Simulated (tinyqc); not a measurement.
Density of states of one tight-binding band of a chain, step by step. Values are carried at full precision from step to step, so a last printed digit may differ when a step is redone from the rounded ones.

E(k) = -2 t cos(2 pi k) - 2 t2 cos(4 pi k); k in fractions of the reciprocal vectors, mesh k_i = j/N with j = 0 .. N-1. Densities are per cell and per spin, so the band holds one state.

Parameters, chosen for this exercise:
- t = 0.56 eV (nearest hopping)
- t2 = -0.11 eV (second hopping)
- N = 8 (mesh points along each axis)
- bins = 6 (bins of the histogram)
- E_lo = -1.013 eV (lower end of the histogram)
- E_hi = 1.417 eV (upper end)
- E = -0.39 eV (energy at which the density is wanted)
- sigma = 0.28 eV (Gaussian width)

## Energies on the mesh

Evaluate the band at all 8 points and collect equal values.

Distinct energies:

| E_k (eV) | points |
|---|---|
| -0.9000 | 1 |
| -0.7920 | 2 |
| -0.2200 | 2 |
| 0.7920 | 2 |
| 1.3400 | 1 |

The 8 points give 5 distinct energies between -0.9000 and 1.3400 eV; a dense mesh gives a band from -0.900 to 1.340 eV.

## Histogram

Count the points in equal bins from E_lo to E_hi; g = count/(all points x bin width).

Histogram:

| from (eV) | to (eV) | points | g (1/eV) |
|---|---|---|---|
| -1.0130 | -0.6080 | 3 | 0.9259 |
| -0.6080 | -0.2030 | 2 | 0.6173 |
| -0.2030 | 0.2020 | 0 | 0.0000 |
| 0.2020 | 0.6070 | 0 | 0.0000 |
| 0.6070 | 1.0120 | 2 | 0.6173 |
| 1.0120 | 1.4170 | 1 | 0.3086 |

Empty bins: 2 of 6; the fullest holds 3 points. Empty bins inside the band come from the coarse mesh, not from gaps.

## Gaussian broadening at one energy

Gaussian broadening: g(E) = mean over the mesh of exp(-(E - E_k)^2/(2 sigma^2))/(sigma sqrt(2 pi)), n(E) = mean of erfc((E_k - E)/(sigma sqrt 2))/2.

Sum over the distinct energies with their counts.

n(E) = 0.4198
g(E) = 0.4573 1/eV

## Sum over all linear segments

Each interval of the mesh is a segment with E linear in k: n = (E - e1)/(e2 - e1), g = 1/(e2 - e1) between its end values.

Average n and g over all pieces of the mesh. The reference uses the same method with N = 4000.

n(E) = 0.4257
g(E) = 0.4371 1/eV
reference n(E) = 0.448
reference g(E) = 0.330 1/eV

On this mesh the linear method errs by +0.107 1/eV in g and -0.022 in n; the Gaussian sum erred by +0.127 and -0.028.

## Checks

- States below the top of the band by the linear method against one: both 1.000000.

(tinyqc, `OMP_NUM_THREADS=1 python tinyqc.py 1680717 1680718 out.jsonl`, Intel(R) Xeon(R) Processor @ 2.30GHz, 1 thread, shared host, about 0.01 s.)
